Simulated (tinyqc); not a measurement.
Inside a calculation. Method: empirical pseudopotential in a few plane waves. Computed by tinyqc, a small Python program that keeps every step. Settings: plane-wave index or count = 15. Command: `OMP_NUM_THREADS=1 python tinyqc.py 21888 21889 out.jsonl` (the two numbers bound the seeds that draw the settings). One thread of a shared host (Intel(R) Xeon(R) Processor @ 2.60GHz), about 0.2 s of CPU time with the checks.

## Bloch Hamiltonian at k

Parameters chosen for this model: fcc lattice, atoms at +/- a/8 (1,1,1); form factors in rydberg at |G|^2 in units of (2 pi/a)^2:
```
parameter                 value      unit
a                      5.770000  angstrom
VS(3)                 -0.232000        Ry
VS(8)                  0.013000        Ry
VS(11)                 0.088000        Ry
VA(3)                  0.064000        Ry
VA(4)                  0.066000        Ry
VA(11)                 0.001000        Ry
hbar^2/2m (2 pi/a)^2   4.517842        eV
```

k point k (2 pi / a): [0.08000, 0.36000, -0.48000]

Basis: the 15 shortest G (labels in 2 pi/a), the same at every k. H(G,G') = c |k + G|^2 delta + VS(|G-G'|^2) cos((G-G').tau) + i VA sin((G-G').tau), tau = a/8 (1,1,1); 1 Ry = 13.605693 eV.

H(k) at k (eV), order +0+0+0, -1-1-1, -1-1+1, -1+1-1, -1+1+1, +1-1-1, +1-1+1, +1+1-1, +1+1+1, -2+0+0, +0-2+0, +0+0-2, +0+0+2, +0+2+0, +2+0+0:
```
[[1.65534, 2.23200+0.61572i, -2.23200+0.61572i, -2.23200+0.61572i, -2.23200-0.61572i, -2.23200+0.61572i, -2.23200-0.61572i, -2.23200-0.61572i, 2.23200-0.61572i, 0.00000+0.89798i, 0.00000+0.89798i, 0.00000+0.89798i, 0.00000-0.89798i, 0.00000-0.89798i, 0.00000-0.89798i],
 [2.23200-0.61572i, 15.57029, 0.00000-0.89798i, 0.00000-0.89798i, -0.17687, 0.00000-0.89798i, -0.17687, -0.17687, 0.00000, -2.23200-0.61572i, -2.23200-0.61572i, -2.23200-0.61572i, -0.84662+0.00962i, -0.84662+0.00962i, -0.84662+0.00962i],
 [-2.23200-0.61572i, 0.00000+0.89798i, 6.89603, 0.17687, 0.00000-0.89798i, 0.17687, 0.00000-0.89798i, 0.00000, -0.17687, -2.23200+0.61572i, -2.23200+0.61572i, 0.84662+0.00962i, 2.23200-0.61572i, -0.84662-0.00962i, -0.84662-0.00962i],
 [-2.23200-0.61572i, 0.00000+0.89798i, 0.17687, 22.07598, 0.00000-0.89798i, 0.17687, 0.00000, 0.00000-0.89798i, -0.17687, -2.23200+0.61572i, 0.84662+0.00962i, -2.23200+0.61572i, -0.84662-0.00962i, 2.23200-0.61572i, -0.84662-0.00962i],
 [-2.23200+0.61572i, -0.17687, 0.00000+0.89798i, 0.00000+0.89798i, 13.40173, 0.00000, 0.17687, 0.17687, 0.00000-0.89798i, 2.23200+0.61572i, -0.84662+0.00962i, -0.84662+0.00962i, -2.23200-0.61572i, -2.23200-0.61572i, 0.84662-0.00962i],
 [-2.23200-0.61572i, 0.00000+0.89798i, 0.17687, 0.17687, 0.00000, 17.01600, 0.00000-0.89798i, 0.00000-0.89798i, -0.17687, 0.84662+0.00962i, -2.23200+0.61572i, -2.23200+0.61572i, -0.84662-0.00962i, -0.84662-0.00962i, 2.23200-0.61572i],
 [-2.23200+0.61572i, -0.17687, 0.00000+0.89798i, 0.00000, 0.17687, 0.00000+0.89798i, 8.34174, 0.17687, 0.00000-0.89798i, -0.84662+0.00962i, 2.23200+0.61572i, -0.84662+0.00962i, -2.23200-0.61572i, 0.84662-0.00962i, -2.23200-0.61572i],
 [-2.23200+0.61572i, -0.17687, 0.00000, 0.00000+0.89798i, 0.17687, 0.00000+0.89798i, 0.17687, 23.52169, 0.00000-0.89798i, -0.84662+0.00962i, -0.84662+0.00962i, 2.23200+0.61572i, 0.84662-0.00962i, -2.23200-0.61572i, -2.23200-0.61572i],
 [2.23200+0.61572i, 0.00000, -0.17687, -0.17687, 0.00000+0.89798i, -0.17687, 0.00000+0.89798i, 0.00000+0.89798i, 14.84744, -0.84662-0.00962i, -0.84662-0.00962i, -0.84662-0.00962i, -2.23200+0.61572i, -2.23200+0.61572i, -2.23200+0.61572i],
 [0.00000-0.89798i, -2.23200+0.61572i, -2.23200-0.61572i, -2.23200-0.61572i, 2.23200-0.61572i, 0.84662-0.00962i, -0.84662-0.00962i, -0.84662-0.00962i, -0.84662+0.00962i, 18.28100, 0.17687, 0.17687, -0.17687, -0.17687, 0.00000],
 [0.00000-0.89798i, -2.23200+0.61572i, -2.23200-0.61572i, 0.84662-0.00962i, -0.84662-0.00962i, -2.23200-0.61572i, 2.23200-0.61572i, -0.84662-0.00962i, -0.84662+0.00962i, 0.17687, 13.22101, 0.17687, -0.17687, 0.00000, -0.17687],
 [0.00000-0.89798i, -2.23200+0.61572i, 0.84662-0.00962i, -2.23200-0.61572i, -0.84662-0.00962i, -2.23200-0.61572i, -0.84662-0.00962i, 2.23200-0.61572i, -0.84662+0.00962i, 0.17687, 0.17687, 28.40096, 0.00000, -0.17687, -0.17687],
 [0.00000+0.89798i, -0.84662-0.00962i, 2.23200+0.61572i, -0.84662+0.00962i, -2.23200+0.61572i, -0.84662+0.00962i, -2.23200+0.61572i, 0.84662+0.00962i, -2.23200-0.61572i, -0.17687, -0.17687, 0.00000, 11.05245, 0.17687, 0.17687],
 [0.00000+0.89798i, -0.84662-0.00962i, -0.84662+0.00962i, 2.23200+0.61572i, -2.23200+0.61572i, -0.84662+0.00962i, 0.84662+0.00962i, -2.23200+0.61572i, -2.23200-0.61572i, -0.17687, 0.00000, -0.17687, 0.17687, 26.23240, 0.17687],
 [0.00000+0.89798i, -0.84662-0.00962i, -0.84662+0.00962i, -0.84662+0.00962i, 0.84662+0.00962i, 2.23200+0.61572i, -2.23200+0.61572i, -2.23200+0.61572i, -2.23200-0.61572i, 0.00000, -0.17687, -0.17687, 0.17687, 0.17687, 21.17241]]
```

## Levels at k

Diagonalise the Hermitian matrix.

eigenvalues (eV): [-2.33985, 4.81241, 7.11882, 8.13197, 13.12755, 13.91668, 15.18469, 15.44223, 17.40603, 20.02702, 20.83105, 22.62514, 25.92554, 28.42098, 31.05622]

## Bands along a path

The same steps at evenly spaced points between the labelled ones.

Bands along the path (eV), lowest eight:
```
k           band 1   band 2   band 3   band 4    band 5    band 6    band 7    band 8
L         -1.71605  3.46710  8.26994  8.26994  11.52409  14.64095  14.64095  17.15943
L-G 0.33  -2.44540  4.61891  8.24112  8.24112  11.67923  14.54661  14.54661  16.70529
L-G 0.67  -3.15069  6.84199  8.50573  8.50573  12.08433  14.21395  14.22890  14.22890
G         -3.41538  8.69754  8.69754  8.69754  11.13614  13.78650  13.78650  13.78650
G-X 0.33  -3.06133  6.80331  8.15098  8.15098  12.58228  13.13202  15.00086  15.00086
G-X 0.67  -2.10266  4.56208  7.45419  7.45419  11.44887  12.61360  17.67225  17.67225
X         -1.10178  3.30187  7.37991  7.37991  11.06160  11.95851  21.05592  21.05592
```

With 4 band(s) filled, the highest filled level on these points lies at G and the lowest empty one at X: a gap of 2.3641 eV, indirect. This holds for the small fixed basis; with all plane waves up to |k + G|^2 = 21 (2 pi/a)^2 the gap along the path is 2.71 eV.

## Convergence with the number of plane waves

Levels at G counted from the fourth one.

Levels (eV):
```
plane waves    level 1  level 5  level 8
9            -15.29523  0.88628  1.79595
15           -12.11292  2.43860  5.08896
27           -11.15474  3.07770  5.22681
51           -11.01630  3.12971  5.44083
59           -11.06229  3.15966  5.19904
65           -11.08226  3.16039  5.14779
89           -11.05502  3.16164  5.17133
```
